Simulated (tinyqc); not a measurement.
Inside a calculation. Method: G0W0 on RHF in the sto-3g basis, for H6, spin multiplicity 1. One step of it, computed by the program tinyqc.

Question. G0W0 on Hartree-Fock: HOMO. W(p,q,m) = sqrt2 sum_ia (pq|ia) (X+Y)_ia,m; Sigma_c(x) = sum_(i,m) W^2/(x - e_i + w_m) + sum_(a,m) W^2/(x - e_a - w_m); solve x = e_p + Sigma_c(x) by Newton steps; Z = 1/(1 - dSigma/dx); 1 hartree = 27.211386 eV.

orbital energies (hartree): MO1 -0.733288, MO2 -0.599728, MO3 -0.409311, MO4 0.393022, MO5 0.807935, MO6 1.333466

Two-electron integrals over orbitals (pq|rs), unique and non-zero (hartree):
```
p,q,r,s,(pq|rs)
1,1,1,1,0.449374
2,1,2,1,0.131247
2,2,1,1,0.359032
2,2,2,2,0.406572
3,1,1,1,0.085267
3,1,2,2,-0.042142
3,1,3,1,0.118716
3,2,2,1,-0.118960
3,2,3,2,0.141911
3,3,1,1,0.405249
3,3,2,2,0.372390
3,3,3,1,0.036442
3,3,3,3,0.407170
4,1,2,1,-0.044360
4,1,3,2,-0.006465
4,1,4,1,0.080411
4,2,1,1,-0.070965
4,2,2,2,-0.004676
4,2,3,1,-0.056418
4,2,3,3,-0.013545
4,2,4,2,0.078741
4,3,2,1,-0.073252
4,3,3,2,0.074951
4,3,4,1,0.012929
4,3,4,3,0.086450
4,4,1,1,0.407656
4,4,2,2,0.374710
4,4,3,1,0.033666
4,4,3,3,0.396493
4,4,4,2,-0.026358
4,4,4,4,0.413902
5,1,1,1,0.006768
5,1,2,2,0.032669
5,1,3,1,-0.029063
5,1,3,3,-0.012458
5,1,4,2,-0.033444
5,1,4,4,0.000573
5,1,5,1,0.050479
5,2,2,1,0.032473
5,2,3,2,0.000997
5,2,4,1,-0.055001
5,2,4,3,0.034242
5,2,5,2,0.084651
5,3,1,1,-0.079085
5,3,2,2,-0.009694
5,3,3,1,-0.061749
5,3,3,3,-0.029873
5,3,4,2,0.073054
5,3,4,4,-0.025164
5,3,5,1,-0.024902
5,3,5,3,0.079999
5,4,2,1,-0.121811
5,4,3,2,0.134541
5,4,4,1,0.006429
5,4,4,3,0.076238
5,4,5,2,-0.004306
5,4,5,4,0.146232
5,5,1,1,0.380747
5,5,2,2,0.412987
5,5,3,1,-0.027277
5,5,3,3,0.389102
5,5,4,2,-0.013267
5,5,4,4,0.399386
5,5,5,1,0.031938
5,5,5,3,-0.017132
5,5,5,5,0.442774
6,1,2,1,0.001959
6,1,3,2,0.018784
6,1,4,1,-0.029621
6,1,4,3,-0.043204
6,1,5,2,-0.028618
6,1,5,4,0.015192
6,1,6,1,0.065555
6,2,1,1,-0.011835
6,2,2,2,-0.036721
6,2,3,1,0.026222
6,2,3,3,0.000344
6,2,4,2,0.028339
6,2,4,4,0.001852
6,2,5,1,-0.044378
6,2,5,3,0.030105
6,2,5,5,-0.036104
6,2,6,2,0.046937
6,3,2,1,0.047077
6,3,3,2,-0.003157
6,3,4,1,-0.074803
6,3,4,3,-0.016108
6,3,5,2,0.054157
6,3,5,4,-0.004043
6,3,6,1,0.028960
6,3,6,3,0.081053
6,4,1,1,-0.087800
6,4,2,2,0.032981
6,4,3,1,-0.112547
6,4,3,3,-0.039155
6,4,4,2,0.058149
6,4,4,4,-0.039313
6,4,5,1,0.025456
6,4,5,3,0.062113
6,4,5,5,0.030187
6,4,6,2,-0.025477
6,4,6,4,0.122390
6,5,2,1,-0.133351
6,5,3,2,0.123309
6,5,4,1,0.045230
6,5,4,3,0.077464
6,5,5,2,-0.034040
6,5,5,4,0.130851
6,5,6,1,-0.002964
6,5,6,3,-0.052866
6,5,6,5,0.151907
6,6,1,1,0.484286
6,6,2,2,0.386751
6,6,3,1,0.094399
6,6,3,3,0.440798
6,6,4,2,-0.079832
6,6,4,4,0.449241
6,6,5,1,0.007551
6,6,5,3,-0.091633
6,6,5,5,0.422320
6,6,6,2,-0.014397
6,6,6,4,-0.104841
6,6,6,6,0.555695
```

excitation energies w (hartree): 0.943115  1.071123  1.222272  1.397896  1.543551  1.629643  1.941228  2.049156  2.211691

X + Y:
```
,1,2,3,4,5,6,7,8,9
1>4,-0.087236,0.000000,0.918763,0.000000,-0.148569,0.000000,-0.155737,0.000000,-0.053075
1>5,0.000000,0.072459,0.000000,0.231337,0.000000,0.923715,0.000000,-0.185215,0.000000
1>6,0.067804,0.000000,0.079689,0.000000,0.114065,0.000000,-0.175843,0.000000,0.944870
2>4,0.000000,0.883837,0.000000,0.310069,0.000000,-0.098898,0.000000,0.052683,0.000000
2>5,-0.129065,0.000000,0.235807,0.000000,0.877795,0.000000,0.260139,0.000000,-0.038504
2>6,0.000000,-0.024277,0.000000,-0.085813,0.000000,0.256951,0.000000,0.941048,0.000000
3>4,0.912960,0.000000,0.076136,0.000000,0.063289,0.000000,0.000606,0.000000,-0.036718
3>5,0.000000,-0.417236,0.000000,0.840228,0.000000,-0.139590,0.000000,0.076953,0.000000
3>6,0.033936,0.000000,0.181438,0.000000,-0.348263,0.000000,0.866247,0.000000,0.161343
```

Give: The 12 largest terms at x = e_p; Newton steps; quasiparticle energy of the HOMO; Hartree-Fock value.

Answer.

The 12 largest terms at x = e_p (hartree; W for the signs of X + Y given):
```
q,m,W,term
2,1,0.0990,0.0087
1,4,-0.1108,0.0071
4,1,0.0989,-0.0056
5,4,0.1153,-0.0051
6,7,0.1285,-0.0045
4,9,-0.0687,-0.0016
3,4,-0.0456,0.0015
5,8,0.0607,-0.0011
6,3,-0.0568,-0.0011
1,2,-0.0380,0.0010
4,5,0.0485,-0.0010
6,9,0.0607,-0.0009
```

Newton steps (hartree):
```
step,x,Sigma_c(x),Z
0,-0.4093,-0.0044,0.9773
1,-0.4136,-0.0043,0.9772
2,-0.4136,-0.0043,0.9772
```

quasiparticle energy of the HOMO = -11.2553 eV

Hartree-Fock value = -11.1379 eV
